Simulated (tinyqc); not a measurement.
Inside a calculation: band offset from the macroscopic average of a supercell potential. Values are carried at full precision from step to step, so a last printed digit may differ when a step is redone from the rounded ones.

A model of the planar-averaged electrostatic energy of an electron in a periodic cell of N1 periods of A (L1 = N1 n1 h) and N2 periods of B (L2 = N2 n2 h), on z_j = j h: V(z) = f VA + (1 - f) VB + F t(z), VA = V1[0] + V1[1] cos(2 pi z/(n1 h)) + V1[2] cos(4 pi z/(n1 h)), VB the same with V2, n2 and z - L1. f = [tanh(z/w) - tanh((z - L1)/w) + tanh((z - L1 - L2)/w)]/2 + 1/2; t(z) = z - L1/2 in A and (L1/L2)(L1 + L2/2 - z) beyond, so that the cell is periodic.

Constants: e^2/(4 pi eps0) = 14.39964547 eV angstrom.

Parameters, chosen for this exercise (gaps near those of Si and SiO2; the results hold for these values, not for the real material):
- h = 0.3 angstrom (grid step)
- n1 = 6 (grid points per period of A)
- n2 = 5 (grid points per period of B)
- N1 = 5 (periods of A)
- N2 = 5 (periods of B)
- V1 = (-10.94, 1.87, 0.98) eV (mean and two harmonics of the potential in A)
- V2 = (-6.01, 1.03, -0.73) eV (the same in B)
- w = 0.45 angstrom (width of the interfaces)
- F = 0 eV/angstrom (slope in A from opposite charges on the two interfaces)
- Ev1 = 7.63 eV (valence top of bulk A above its mean potential)
- Eg1 = (0.62, 1.12) eV (gap of A: semi-local value, corrected value)
- fv1 = 0.41 (share of the correction that lowers the valence top of A)
- Ev2 = -0.15 eV (valence top of bulk B above its mean potential)
- Eg2 = (5.4, 8.75) eV (gap of B: semi-local value, corrected value)
- fv2 = 0.53 (the same share for B)
- eps = 6 (dielectric constant at the interface)

## The planar average

Evaluate V on the grid, j = 0, 1, ...

V(z_j) (eV): [-6.900, -9.370, -12.021, -11.744, -12.330, -10.489, -8.089, -10.495, -12.365, -11.830, -12.365, -10.495, -8.090, -10.495, -12.365, -11.830, -12.365, -10.495, -8.090, -10.495, -12.365, -11.830, -12.365, -10.495, -8.089, -10.489, -12.330, -11.744, -12.021, -9.370, -6.900, -6.226, -7.413, -7.155, -5.136, -5.716, -5.102, -7.069, -7.069, -5.101, -5.710, -5.101, -7.069, -7.069, -5.101, -5.710, -5.101, -7.069, -7.069, -5.103, -5.718, -5.133, -7.164, -7.291, -5.725]

## Running means

Running mean over n points, periodic: for odd n the plain mean of the n points centred on j; for even n the n + 1 points with half weight at both ends. The macroscopic average applies the mean over n1 points and then over n2 points.

Apply the first mean, then the second.

after the mean over n1 points (eV): [-8.460, -9.262, -10.079, -10.575, -10.768, -10.890, -10.926, -10.936, -10.939, -10.940, -10.940, -10.940, -10.940, -10.940, -10.940, -10.940, -10.940, -10.940, -10.940, -10.940, -10.940, -10.940, -10.939, -10.936, -10.926, -10.890, -10.768, -10.575, -10.120, -9.355, -8.563, -7.607, -6.729, -6.274, -6.195, -6.236, -6.037, -5.913, -5.910, -6.023, -6.187, -6.023, -5.909, -5.909, -6.023, -6.187, -6.023, -5.910, -5.914, -6.038, -6.228, -6.135, -6.172, -6.626, -7.505]

macroscopic average (eV): [-8.386, -9.176, -9.829, -10.315, -10.647, -10.819, -10.892, -10.926, -10.936, -10.939, -10.940, -10.940, -10.940, -10.940, -10.940, -10.940, -10.940, -10.940, -10.940, -10.940, -10.940, -10.939, -10.936, -10.926, -10.892, -10.819, -10.656, -10.342, -9.876, -9.244, -8.475, -7.706, -7.074, -6.608, -6.294, -6.131, -6.058, -6.024, -6.014, -6.011, -6.010, -6.010, -6.010, -6.010, -6.010, -6.010, -6.011, -6.014, -6.022, -6.045, -6.097, -6.240, -6.533, -6.980, -7.605]

Around the middle of B the first mean varies by 277 meV over five points and the second by 0 meV: one window removes only the period it matches.

## The potential line-up

Read the macroscopic average in the middle of each region, j = 15 and j = 42, and its slope in A by a central difference over two points each way.

plateau in A = -10.940 eV
plateau in B = -6.010 eV
dV = B - A = 4.930 eV
slope in A = 0.000 eV/angstrom

The plateaus are flat, so the line-up is well defined.

## Band offsets

dEv = Ev(A) - Ev(B) = Ev1 - (dV + Ev2); dEc = Ec(B) - Ec(A) = Eg2 - Eg1 - dEv. The correction of a gap, c = Eg[1] - Eg[0], lowers the valence top by fv c and leaves dV, a ground-state quantity, as it is. Type I: dEv and dEc of one sign; II: opposite signs; III: no overlap of the gaps.

Give the offsets with semi-local and with corrected band edges.

dEv, dEc, semi-local (eV): [2.850, 1.930]

lowering of the valence tops of A and B (eV): [0.205, 1.776]

dEv, dEc, corrected (eV): [4.421, 3.209]

The correction moves dEv by +1.57 eV and dEc by +1.28 eV; the type stays I.

## The dipole behind the step

A step dV of the mean electron energy from A to B across an interface equals 4 pi (e^2/4 pi eps0) times a dipole per area p (in e angstrom per angstrom^2). For a change of 0.1 eV in dV, give the charge per area moved over 2 angstrom in a medium of dielectric constant eps: sigma = 0.1 eps/(4 pi (e^2/4 pi eps0) 2). 1 angstrom^-2 = 1e16 cm^-2.

|p| = 0.02724 e/angstrom
sigma = 1.66e+13 e/cm^2

With about 7e14 atoms per cm^2 in a plane (as on a silicon (100) face), 2.4 % of an electron per atom shifts the line-up by 0.1 eV.

## Checks

- Line-up in a cell of 14 + 14 periods without slope against V2[0] - V1[0] (eV): both 4.9300.

tinyqc: `OMP_NUM_THREADS=1 python tinyqc.py 1851278 1851279 out.jsonl`; about 0.01 s, one thread, shared Intel(R) Xeon(R) Processor @ 2.30GHz.
